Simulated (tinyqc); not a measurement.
Electromigration in a confined line: Blech product, Korhonen stress evolution and Black's law: one step, computed by the program tinyqc.

The electron wind pushes atoms from the cathode (x = 0) to the anode (x = L); blocking ends build a back stress (tension positive). The input rho is taken not to change with temperature. d sigma/dt = d/dx [kappa (d sigma/dx + G)], with zero flux at both ends and sigma = 0 at t = 0.

Problem. Series terms at the cathode. sigma(x, t) = G L [1/2 - x/L - 4 sum_(m odd) cos(m pi x/L) exp(-m^2 pi^2 s)/(m pi)^2], s = t/tau, summed to m = 399. The terms at x = 0 are 4 exp(-m^2 pi^2 s)/(m pi)^2; tau = L^2/kappa.

Inputs (values chosen for the exercise, close to those used for ruthenium lines): line length L = 22 um; test temperature T = 350 C; time as a fraction of L^2/kappa, s = 0.04.

Start: stress-free.

stress gradient G = 51.92937 MPa/um

tau = 248.2935 h

Give: terms for m = 1, 3, 5, 7; cathode stress at time s; time t.

Solution.

terms for m = 1, 3, 5, 7: 0.27309  0.0012896  8.3850e-07  3.2839e-11

cathode stress at time s = 257.76 MPa

time t = 9.9317 h
